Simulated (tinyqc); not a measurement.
Superjunction drift layer against a plain one, charge balance: one step of the calculation.

Alternating n and p pillars of equal width wp, doping N and length Lp. When depleted, the lateral field peaks at Ex = q N wp/(2 eps0 eps_r) at the pillar junctions and a uniform vertical field Ey is added; breakdown is taken where Ex^2 + Ey^2 = Ef^2. Only the n pillars conduct, narrowed by the zero-bias depletion. A first-order model: the field peaks at the pillar ends are left out.

Task. Design of the pillars. Ex = a Ef gives N = 2 eps0 eps_r a Ef/(q wp); Ey = Ef sqrt(1 - a^2); Lp = BV/Ey; xd = sqrt(eps0 eps_r Vb/(q N)) on each side; Rsp = 2 Lp/(q mu(N) N (1 - 2 xd/wp)). mu(N) = mi + (mx - mi)/(1 + (N/Nr)^0.9).

Values chosen for this exercise; values close to those of silicon: relative permittivity of the semiconductor eps_r = 12.1; mobility at low doping mx = 1360 cm^2/(V s); mobility at high doping mi = 95.4 cm^2/(V s); reference doping of the mobility Nr = 1.3e17 cm^-3; wanted breakdown voltage BV = 880 V; width of each pillar wp = 1 um; critical field inside the pillars Ef = 0.31 MV/cm; lateral peak field as a share of Ef a = 0.77; built-in voltage of the pillar junctions Vb = 0.8 V.

Constants: q = 1.602176634e-19 C, eps0 = 8.8541878128e-14 F/cm where lengths are in cm. Results are converted to the units shown.

Give: N; Ey; Lp; xd; Rsp.

Result.

N = 3.1923e16 cm^-3
Ey = 0.19779 MV/cm
Lp = 44.491 um
xd = 0.12945 um
Rsp = 2.1709 mohm cm^2

The pillars have an aspect ratio of 44.5. Their doping is 125 times, and their Rsp 0.0177 times, that of the plain layer.

Computed by the program tinyqc: `OMP_NUM_THREADS=1 python tinyqc.py 2590054 2590055 out.jsonl`, one thread of a shared Intel Xeon 2.30GHz, about 0.01 s for the whole run.
